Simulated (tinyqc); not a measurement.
Fitting sp3s* parameters to three gaps by Newton steps: one step. The first Newton step. The numbers come from values chosen for the exercise (near a published set for InP, fitted to gaps, whose masses and valley positions are rough).

J:
```
             Vss       Exa       Exc
Gamma  -0.836252  0.000000  0.000000
X       0.000000  0.253128  0.000000
L      -0.167467  0.074608  0.046071
```

target less gap (eV): Gamma -0.209176, X -0.077059, L -0.057083

Task: Solve J dp = target less gap; the columns of J are Vss, Exa and Exc.

Give: dp.

Result:

dp (eV): Vss 0.250, Exa -0.304, Exc 0.163

tinyqc: `OMP_NUM_THREADS=1 python tinyqc.py 1450011 1450012 out.jsonl`; about 0.1 s, one thread, shared Intel(R) Xeon(R) Processor @ 2.30GHz.
